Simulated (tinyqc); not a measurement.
What moves the tail: Franz-Keldysh effect at a direct gap.

Parabolic bands, vertical transitions, no excitons. For each hole band j: mr = me mj/(me + mj); joint density of states J_j(E) = (mr/c)^(3/2) sqrt(E - Eg)/(2 pi^2), both spins, c = hbar^2/2m0; averaged matrix element |e.p|^2 = m0 Ep/6; alpha_j(E) = 4 pi^2 alpha_f c Ep J_j/(3 nr E) in 1/angstrom (alpha_f the fine-structure constant, listed as alpha among the constants), times 1e8 for 1/cm.

In a field Fd (1 kV/cm = 1e-5 V/angstrom) the electro-optic energy of band j is th = (c (e Fd)^2/mr)^(1/3), and sqrt(E - Eg) in J_j is replaced by pi sqrt(th) [Ai'(b)^2 - b Ai(b)^2] with b = (Eg - E)/th; Ai is the Airy function.

Constants: hbar^2/2m0 = 3.80998211 eV angstrom^2; fine-structure constant alpha = 0.007297352564.

Inputs chosen for the exercise (near those of GaAs; not measured data):
```
symbol  value   unit   meaning
Eg      1.396   eV     direct gap
me      0.0645  m0     electron mass
mhh     0.492   m0     heavy-hole mass
mlh     0.0824  m0     light-hole mass
Ep      25      eV     Kane energy
nr      3.53           refractive index
Fd      190     kV/cm  uniform field
det     25      meV    detuning below the gap
```

At E = Eg - det.

One parameter was then changed.

Results before and after:
```
case     th heavy (meV)  alpha (1/cm)
base             62.248         656.4
changed          62.248         624.6
```

Which of these changes was made? (a) Ep = 27.5 eV; (b) mlh = 0.1071 m0; (c) nr = 3.71; (d) Fd = 247 kV/cm; (e) det = 35 meV; (f) me = 0.0742 m0.

Answer: (c) nr = 3.71. Of the candidates, run in turn, only this one gives the changed row.

All candidates:
```
case             th heavy (meV)  alpha (1/cm)
base                     62.248         656.4
Fd = 247 kV/cm           74.146         816.9
det = 35 meV             62.248         471.2
me = 0.0742 m0           59.751         732.9
mlh = 0.1071 m0          62.248         687.0
Ep = 27.5 eV             62.248         722.0
nr = 3.71                62.248         624.6
```

tinyqc: `OMP_NUM_THREADS=1 python tinyqc.py 1682474 1682475 out.jsonl`; about 0.01 s, one thread, shared Intel(R) Xeon(R) Processor @ 2.30GHz.
